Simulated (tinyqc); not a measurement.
# Dopants and charged point defects at anneal temperature: Fermi-level effect, clustering and pairing, step by step

A worked calculation. Computed by tinyqc, a small Python program that keeps every step. Command: `OMP_NUM_THREADS=1 python tinyqc.py 3009321 3009322 out.jsonl pairing walk`. One thread of a shared host (Intel(R) Xeon(R) Processor @ 2.30GHz), about 0.01 s of CPU time with the checks. Intermediate numbers are printed to about 6 digits and carried at full precision; extremes and crossings named in words are read from the listed rows.

Boltzmann statistics and full ionisation of active dopants. Energies are counted from the valence band; the defect (a vacancy or self-interstitial) has five charge states, with all degeneracy factors one.

Inputs (values chosen for the exercise, with bands modelled on GaAs):
```
quantity,value,unit
gap at 0 K E_g0,1.51,eV
Varshni alpha,0.000543,eV/K
Varshni beta,199,K
electron mass m_e,0.0669,m_0
valleys M_c,1,-
hole mass m_h,0.523,m_0
anneal temperature T,890,K
total dopant density N,1e+20,cm^-3
formation enthalpy of the neutral defect H_f,2.52,eV
formation entropy S_f,4.3,k_B
site density N_s,4.4e+22,cm^-3
intrinsic dopant diffusivity D_i,1.8e-14,cm^2/s
anneal time t,20,s
pair binding energy E_b,0.59,eV
pair configurations Z,6,-
storage temperature T_2,360,K
impurity diffusion prefactor D_0,0.00048,cm^2/s
impurity migration energy E_m,0.77,eV
dielectric constant eps,12.7,-
active dopant density in the stored part N_2,9.8e+15,cm^-3
```

Dopant: acceptor. Second part: pairing with a mobile impurity.

defect levels as fractions of E_g(T): (2+/+), (+/0), (0/-), (-/2-): [0.17, 0.075, 0.6, 0.69]

Constants: m_0 = 9.1093837015e-31 kg; k_B = 1.380649e-23 J/K; h = 6.62607015e-34 J s; k_B = 8.617333262e-05 eV/K; e^2/(4 pi eps_0) = 14.39964548 eV angstrom.

## The host at the anneal temperature

E_g = E_g0 - alpha T^2/(T + beta). N_c = 2 M_c (2 pi m_e k_B T/h^2)^(3/2) and N_v = 2 (2 pi m_h k_B T/h^2)^(3/2), masses in units of m_0. n_i = sqrt(N_c N_v) exp(-E_g/2 k_B T); E_i = E_g/2 + (k_B T/2) ln(N_v/N_c).

E_g = 1.11504 eV

k_B T = 0.0766943 eV

n_i = 7.22545e+15 cm^-3

E_i = 0.675805 eV

effective density of states N_b of the majority band = 4.84984e+19 cm^-3

## Active dopant

No clustering: A = N.

active density A = 1.00e+20 cm^-3

## Carrier density and Fermi level

p = A/2 + sqrt(A^2/4 + n_i^2) for an active density A. chi = n/n_i (for acceptors n_i/p); E_F = E_i + k_B T ln chi; field enhancement h = 1 + A/sqrt(A^2 + 4 n_i^2).

p = 1.00000e+20 cm^-3

chi = 7.22545e-05

E_F = -0.0554989 eV

field enhancement h = 2.00000

The doping is 13800 n_i: extrinsic conditions. Caution: the carrier density exceeds the effective density of states, where Boltzmann statistics understate the shift of E_F and so the density of charged defects (gap narrowing, also left out, works the other way).

## Charged defects

C_0 = N_s exp(S_f/k_B) exp(-H_f/k_B T). Ratios to the neutral state at E_F = E_i: r_+ = exp((E(+/0) - E_i)/k_B T), r_2+ = r_+ exp((E(2+/+) - E_i)/k_B T), r_- = exp((E_i - E(0/-))/k_B T), r_2- = r_- exp((E_i - E(-/2-))/k_B T); at other E_F state q scales as chi^(-q). The enhancement is sum r_q chi^(-q)/sum r_q. The charge on the defects is left out of neutrality.

neutral defects C_0 = 1.74175e+10 cm^-3

Charge states:
```
state,ratio r,intrinsic (cm^-3),doped (cm^-3)
2+,7.82046e-07,1.36213e+04,2.60908e+12
+,4.43298e-04,7.72113e+06,1.06860e+11
0,1.00000e+00,1.74175e+10,1.74175e+10
-,1.09243e+00,1.90275e+10,1.37482e+06
2-,3.22493e-01,5.61702e+09,2.93249e+01
```

all defects, doped = 2.73336e+12 cm^-3

enhancement over intrinsic = 64.9722

mean charge = 1.94816 e

Doping leaves the neutral state alone and multiplies the total by 65.0; the most common state is 2+ (in intrinsic material -).

## Dopant diffusivity

If every charge state of the defect carries the dopant equally well, D = D_i x enhancement x h x (active share A/N, a rough stand-in that overstates the dA/dN which immobile clusters call for), D_i being an input held fixed when T or H_f is moved; diffusion length 2 sqrt(D t).

effective diffusivity D = 2.33900e-12 cm^2/s

D/D_i = 129.944

diffusion length = 136.792 nm

## Against doping

chi = n/n_i; h = 1 + A/sqrt(A^2 + 4 n_i^2); the dopant diffusivity over its intrinsic value is D/D_i = enhancement x h x A/N, if every charge state carries the dopant equally well.

Trend at the anneal temperature:
```
N (cm^-3),active A (cm^-3),chi,defect enhancement,mean charge,D/D_i
2.20e+14,2.20e+14,9.84892e-01,9.89166e-01,-0.71200,1.00422e+00
1.20e+15,1.20e+15,9.20402e-01,9.43606e-01,-0.68069,1.02169e+00
6.70e+15,6.70e+15,6.38614e-01,7.57590e-01,-0.52462,1.07625e+00
3.70e+16,3.70e+16,1.88354e-01,5.04925e-01,-0.18551,9.75251e-01
2.10e+17,2.10e+17,3.43663e-02,4.35330e-01,-0.02290,8.69634e-01
1.20e+18,1.20e+18,6.02099e-03,4.56156e-01,0.09999,9.12279e-01
6.50e+18,6.50e+18,1.11161e-03,8.41650e-01,0.81822,1.68330e+00
3.60e+19,3.60e+19,2.00707e-04,9.36607e+00,1.81393,1.87321e+01
2.00e+20,2.00e+20,3.61273e-05,2.53566e+02,1.97670,5.07133e+02
```

Well below n_i = 7.23e15 cm^-3 chi and the enhancement are near 1. At any doping d ln(enhancement)/d ln chi equals minus the mean charge, which goes from -0.71 to +1.98 over the rows. The defect density first falls, because doping removes the states with the sign of the ionised dopant before it feeds the opposite ones. Rows with carriers above N_b lie beyond Boltzmann statistics.

## Pairing in storage

An oppositely charged mobile impurity (density M) pairs with the dopant: pairs/free = Z (N_2/N_s) exp(E_b/k_B T_2) for M << N_2; capture radius R = e^2/(4 pi eps eps_0 k_B T_2); D_m = D_0 exp(-E_m/k_B T_2); association rate 4 pi R D_m N_2; dissociation rate = association rate/(pairs/free); tau = 1/(sum of both). Trapping slows long-range motion to D_m/(1 + pairs/free).

pairs/free = 242.975

paired share = 0.995901

capture radius R = 36.5488 angstrom

D_m = 7.97472e-15 cm^2/s

pairing time constant = 2774.55 s

effective diffusivity of the impurity = 3.26867e-17 cm^2/s

## Pairing against temperature

The formulas are those given above.

Equilibrium and kinetics:
```
T (K),paired share,time constant (s),D_m (cm^2/s),effective D (cm^2/s)
270,0.999993,8.18859e+06,2.03489e-18,1.47831e-23
300,0.999908,3.32399e+05,5.56943e-17,5.10837e-21
340,0.998657,1.13151e+04,1.85194e-15,2.48668e-18
380,0.988926,7.87548e+02,2.94482e-14,3.26121e-16
430,0.916592,5.36428e+01,4.53442e-13,3.78207e-14
480,0.676630,5.07440e+00,3.95000e-12,1.27731e-12
550,0.254060,2.04238e-01,4.22233e-11,3.14960e-11
650,0.047778,3.72812e-03,5.14094e-10,4.89531e-10
```

Half the impurity is paired at T = E_b/(k_B ln(N_s/(Z N_2))) = 506 K. The time constant at 300 K is 330000 s. Below 506 K pairs win, and the effective diffusivity has the activation energy E_m + E_b = 1.36 eV; above it the impurity is free and moves with E_m = 0.77 eV.

Checks made by the program: ratios against Boltzmann factors of formation energies at E_F (relative difference below 1e-10).
